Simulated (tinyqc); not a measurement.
# Octagonal on-chip spiral inductor, lumped pi model: what changes with what

Outer diameter do = di + 2 n wd + 2 (n - 1) sp, mean da = (do + di)/2, fill p = (do - di)/(do + di), length l = 3.314 n da. L = 2.25 mu0 n^2 da/(1 + 3.55 p), mu0 = 4 pi 1e-7 H/m. Rs = rho l/(wd delta (1 - exp(-th/delta))), delta = sqrt(rho/(pi f mu0)). Cs = n wd^2 eps0 eo/hu across the coil. At each end Cox = l wd eps0 eo/(2 ho) leads to the substrate branch Rsi = 2 rs he/(l wd) in parallel with Csi = l wd eps0 11.7/(2 he). With one end grounded Y = 1/(Rs + i w L) + i w Cs + 1/[1/(i w Cox) + 1/(1/Rsi + i w Csi)], w = 2 pi f; Q = -Im Y/Re Y. Eddy currents in neighbouring turns and in the substrate are left out.

Inputs (values chosen for the exercise); values of the order met in silicon radio-frequency processes:
- n = 1.5 (number of turns)
- wd = 8 um (line width)
- sp = 1.5 um (space between turns)
- di = 140 um (inner diameter)
- th = 3 um (metal thickness)
- rho = 3 uohm cm (metal resistivity)
- ho = 10 um (oxide below the coil)
- hu = 1 um (oxide between coil and underpass)
- eo = 4.1 (relative permittivity of the oxide)
- rs = 10 ohm cm (substrate resistivity)
- he = 50 um (effective spreading depth in the substrate)
- f = 6.3 GHz (frequency)

Constants: eps0 = 8.8541878128e-12 F/m. Results are converted to the units shown.

Each table varies one quantity; the others keep the values above.

## Quality factor against frequency

Apparent inductance Im(1/Y)/w; share of the loss Re(substrate branch)/Re Y.

Result of one run:
```
f (GHz),Rs (ohm),w L/Rs,Q,apparent inductance (nH),loss in the substrate (%)
13,3.799,16.12,12.79,0.7816,17.08
```

What becomes of these results when the frequency f is changed from 13 to 1.1 GHz, all else the same?

Result of the changed run:
```
f (GHz),Rs (ohm),w L/Rs,Q,apparent inductance (nH),loss in the substrate (%)
1.1,1.592,3.255,3.253,0.7500,0.01698
```

The whole series:
```
f (GHz),Rs (ohm),w L/Rs,Q,apparent inductance (nH),loss in the substrate (%)
1.1,1.592,3.255,3.253,0.7500,0.01698
1.8,1.805,4.697,4.686,0.7505,0.09643
3,2.109,6.699,6.640,0.7520,0.5310
4.9,2.512,9.186,8.906,0.7553,2.247
8,3.063,12.30,11.21,0.7629,7.173
13,3.799,16.12,12.79,0.7816,17.08
21,4.766,20.75,12.62,0.8334,32.12
35,6.121,26.93,9.402,1.028,51.63
57,7.801,34.42,2.883,2.456,69.28
```

Q goes from 3.25 through a maximum of 12.8 (at f = 13 GHz among the rows listed) to 2.88; the exact peak is 13.0 at 16.1 GHz and Q reaches zero at the self-resonance, 66.9 GHz. The share of the substrate rises from 0.0170 to 69.3 %, and the apparent inductance ends at 3.28 times L. At the peak the substrate takes 23.2 % of the loss. For f = 35, 57 the coil is longer than 0.15 of a wavelength in the oxide, where one lumped section is rough.

## Effect of the number of turns

Same model as above.

Peak Q and its frequency from a search over f; self-resonance where Im Y = 0; Q at the given f (negative beyond resonance).

Effect of the number of turns:
```
n,L (nH),do (um),peak Q,f of the peak (GHz),self-resonance (GHz),Q at f
1.5,0.7496,165.5,12.99,16.11,66.92,10.12
2.5,1.928,184.5,11.39,5.959,31.44,11.37
3.5,3.592,203.5,10.70,3.607,18.70,8.263
4.5,5.740,222.5,10.20,2.615,12.34,4.370
5.5,8.390,241.5,9.759,2.050,8.616,1.628
6.5,11.57,260.5,9.345,1.679,6.280,-0.01340
8.5,19.62,298.5,8.582,1.213,3.750,-1.535
```

As n goes from 1.5 to 8.5, L rises from 0.750 to 19.6 nH, the peak Q falls from 13.0 to 8.58, its frequency falls from 16.1 to 1.21 GHz and the self-resonance falls from 66.9 to 3.75 GHz.

Numbers from tinyqc (`OMP_NUM_THREADS=1 python tinyqc.py 2302027 2302028 out.jsonl`; about 0.01 s on one thread of a shared Intel Xeon 2.30GHz).
